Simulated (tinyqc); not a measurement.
Length of a molecular wire: coherent transport through a tight-binding bridge. Computed by the program tinyqc. Command: `OMP_NUM_THREADS=1 python tinyqc.py 112795 112796 out.jsonl`; one thread of a shared host (Intel(R) Xeon(R) Processor @ 2.60GHz), about 1 s.

A uniform bridge between two chains:
```
parameter,value
site energy (eV),5.340000
hopping in the bridge (eV),1.500000
lead hopping (eV),1.900000
couplings (eV),"1.18, 1.12"
E (eV),0.080000
```

T = Gamma_L Gamma_R |G_1n|^2 with the self-energies of semi-infinite chains.

Transmission against length:
```
sites,T,ln T
2,6.3690e-03,-5.0563
3,6.2472e-04,-7.3782
4,6.1257e-05,-9.7004
5,6.0064e-06,-12.0227
6,5.8894e-07,-14.3449
7,5.7747e-08,-16.6672
8,5.6622e-09,-18.9895
9,5.5519e-10,-21.3117
10,5.4438e-11,-23.6340
```

E lies outside the band of the bridge (|E - e|/2h = 1.753 > 1), so T decays as exp(-beta n) with beta = 2 arccosh(1.753) = 2.3223 a site; the last two rows give 2.3223.
